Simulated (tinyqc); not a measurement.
Comparisons within one model: static screening by free carriers. A value that a table varies takes the place of the one given here.

kF = (3 pi^2 n/Mv)^(1/3), EF = c kF^2/m with c = hbar^2/2m0, n in 1/angstrom^3 (1e-24 per 1/cm^3), e2 = e^2/(4 pi eps0). Thomas-Fermi: qTF^2 = 6 pi e2 n/(eps EF). Debye: qD^2 = 4 pi e2 n/(eps kB T).

F_j(eta) = (1/Gamma(j + 1)) integral_0^infinity x^j dx/(1 + exp(x - eta)), which tends to exp(eta) for eta << 0.

At finite T: qs^2 = qD^2 F_-1/2(eta)/F_1/2(eta), where n = Mv N F_1/2(eta) and N = 2 (m kB T/(4 pi c))^(3/2) with c = hbar^2/2m0, in 1/angstrom^3; times 1e24 for 1/cm^3.

Donor in the screened potential -(e2/eps) exp(-qs r)/r with the trial function exp(-r/a): E(a) = c/(m a^2) - (e2/eps) 4/(a (2 + qs a)^2), e2 = e^2/(4 pi eps0), c = hbar^2/2m0; isotropic mass.

Lindhard at zero temperature: eps(q)/eps = 1 + (qTF/q)^2 L(x), x = q/(2 kF), L(x) = 1/2 + ((1 - x^2)/(4x)) ln|(1 + x)/(1 - x)|.

Constants: hbar^2/2m0 = 3.80998211 eV angstrom^2; e^2/(4 pi eps0) = 14.39964547 eV angstrom; kB = 8.617333262e-05 eV/K; a0 (Bohr radius) = 0.5291772105 angstrom.

Parameters, chosen for this exercise (near those of GaAs; not measured data):
- m = 0.0676 m0 (mass of one isotropic valley)
- Mv = 1 (valleys)
- eps = 13 (background dielectric constant)
- T = 200 K
- n = 4.3e+16 1/cm^3 (carrier density)

## Screening unbinds the donor

All carriers n are taken as free and screen with qs(T); E(a) is minimised over a; a dash marks no bound state. aB = a0 eps/m.

Donor level:
```
n (1/cm^3)  n^(1/3) aB  qs aB  E (meV)   a/aB
8.0e+12          0.020  0.008    -5.35  1.000
6.0e+13          0.040  0.022    -5.20  1.000
3.0e+14          0.068  0.050    -4.92  1.002
9.0e+14          0.098  0.087    -4.56  1.005
3.0e+15          0.147  0.158    -3.91  1.016
7.0e+15          0.195  0.241    -3.24  1.035
2.0e+16          0.276  0.403    -2.13  1.094
4.0e+16          0.348  0.562    -1.29  1.185
```

aB = 101.8 angstrom

How do the results move?

The level rises from -5.35 meV at the lowest density to -1.29 meV at 4e+16 1/cm^3, against -5.44 meV unscreened. It stays bound over this range. This trial function loses binding at qs aB = 1 and the exact Yukawa problem at 1.19; the Mott rule of thumb is n^(1/3) aB = 0.26, which the last bound row of this table passes: the rule belongs to low temperature, and thermal carriers screen more weakly.

## From Debye to Thomas-Fermi

Screening lengths (angstrom):
```
n (1/cm^3)    eta  Debye  Thomas-Fermi  finite T
7.0e+14     -5.84   1330         170.6      1331
5.0e+15     -3.86  497.6         122.9     499.5
2.0e+16     -2.46  248.8         97.56     252.4
1.0e+17     -0.73  111.3         74.61     119.1
4.0e+17      1.09  55.64         59.21     69.57
1.0e+18      2.82  35.19         50.83     53.69
5.0e+18      9.06  15.74         38.87     39.07
1.0e+19     14.47  11.13         34.63     34.70
```

What can be read from the table?

Debye is within 5 % of the finite-T length up to 2e+16 1/cm^3 of the densities listed and Thomas-Fermi from 5e+18 on. The length goes as n^-0.50 at the low end and n^-0.17 at the high end, against the limits -1/2 and -1/6. Both limits give too short a length.

## Static response in three, two and one dimensions

kF = 0.0108383 1/angstrom
qTF = 0.0116450 1/angstrom

x = q/(2 kF). Response over its long-wave value: L3 as above; L2 = 1 for x <= 1 and 1 - sqrt(1 - 1/x^2) beyond; L1 = ln|(1 + x)/(1 - x)|/(2x).

Response:
```
x         L3     L2     L1  eps(q)/eps, Lindhard 3D  Thomas-Fermi
0.099  0.997  1.000  1.003                    30.35         30.45
0.297  0.970  1.000  1.031                    4.174         4.272
0.495  0.914  1.000  1.096                    2.076         2.178
0.692  0.821  1.000  1.231                    1.495         1.603
0.890  0.666  1.000  1.598                    1.243         1.364
0.969  0.565  1.000  2.142                    1.174         1.307
1.009  0.476  0.867  2.680                    1.135         1.283
1.088  0.366  0.606  1.455                    1.089         1.244
1.286  0.236  0.371  0.808                    1.041         1.175
1.583  0.146  0.225  0.470                    1.017         1.115
2.176  0.074  0.112  0.228                    1.004         1.061
```

What does this show, and why?

Next to x = 1 the table has L3 = 0.565 and 0.476, L2 = 1.000 and 0.867, L1 = 2.142 and 2.680: an infinite slope in 3D, a kink in 2D and a logarithmic peak in 1D, where the whole Fermi surface is joined by 2 kF. These features give Friedel oscillations of period pi/kF = 290 angstrom at zero temperature; they wash out once kT nears EF, so this table, for T = 0, describes the gas only where EF is well above kT. Thomas-Fermi overstates eps(q) by 4.9 % at x = 0.495 and by 9.7 % at x = 1.583.

## What sets the screening length

All results formed anew. Each row changes one parameter from the base and keeps the others.

Results:
```
case                Debye (angstrom)  Thomas-Fermi (angstrom)  finite T (angstrom)
base                           169.7                    85.87                175.0
n = 8.6e+16 1/cm^3             120.0                    76.51                127.3
m = 0.0879 m0                  169.7                    75.31                173.3
eps = 15.6                     185.9                    94.07                191.7
T = 260 K                      193.5                    85.87                197.6
Mv = 2                         169.7                    68.16                172.3
```

What does this show?

The largest shifts from the base row, up to three for each result and ties (the steps differ in size, so this ranks the rows, not the parameters). Debye (angstrom): n -49.7, T +23.8, eps +16.2; unchanged at the printed digits by m and Mv. Thomas-Fermi (angstrom): Mv -17.7, m -10.6, n -9.37; unchanged at the printed digits by T. finite T (angstrom): n -47.7, T +22.6, eps +16.7.

Computed by tinyqc, a small Python program: `OMP_NUM_THREADS=1 python tinyqc.py 1652315 1652316 out.jsonl` (the numbers bound the seed that draws the inputs); one thread of a shared host (Intel(R) Xeon(R) Processor @ 2.30GHz), about 0.01 s for the whole set of steps.
